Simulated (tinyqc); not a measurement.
Undoped symmetric double-gate MOSFET, analytic potential model: two steps of the calculation.

An undoped body of thickness ts between two equal insulators and tied gates; long channel, electrons only, n = ni exp((psi - V)/Vt) with V the quasi-Fermi potential (0 at the source, Vd at the drain), constant mobility, no quantisation. Across the body psi(x) = V - 2 Vt ln[(ts/(2 beta)) sqrt(q ni/(2 eps0 eps_r Vt)) cos(2 beta x/ts)], x from the centre. Q is the electron charge per area of the whole body.

Parameters, values chosen for the exercise; material values close to those of In0.53Ga0.47As: temperature T = 325 K; band gap Eg = 0.753 eV; relative permittivity of the semiconductor eps_r = 13.8; conduction-band density of states at T Nc = 2.36e17 cm^-3; valence-band density of states at T Nv = 8.73e18 cm^-3; relative permittivity of the gate insulator eox = 9.4; insulator thickness tox = 4.2 nm; body thickness ts = 8 nm; gate work function less that of the intrinsic body dphi = 0.02 V; gate voltage Vg = 0.63 V.

Constants: q = 1.602176634e-19 C, kB = 1.380649e-23 J/K, Vt = kB T/q, eps0 = 8.8541878128e-14 F/cm where lengths are in cm. Results are converted to the units shown.

Question 1. Constants of the body. ni = sqrt(Nc Nv) exp(-Eg/(2 Vt)), Eg in volts; r = eps_r tox/(eox ts); V0 = dphi + 2 Vt ln[(2/ts) sqrt(2 eps0 eps_r Vt/(q ni))].

Wanted: ni; r; V0.

Answer 1.

ni = 2.0824e12 cm^-3
r = 0.77074
V0 = 0.41388 V

Question 2. beta at the source by Newton steps. With V = 0: f = ln(beta) - ln(cos beta) + 2 r beta tan(beta) - (Vg - V0)/(2 Vt); f' = 1/beta + tan(beta) + 2 r [tan(beta) + beta/cos^2(beta)]; beta(new) = beta - f/f'.

beta after iteration 1 = 1.4362188
r = 0.77074468
V0 = 0.41388056 V

Wanted: f; f'; beta after iteration 2.

Answer 2.

f = 14.86
f' = 142.4
beta after iteration 2 = 1.332

Computed by the program tinyqc: `OMP_NUM_THREADS=1 python tinyqc.py 2440007 2440008 out.jsonl`, one thread of a shared Intel Xeon 2.30GHz, about 0.01 s for the whole run.
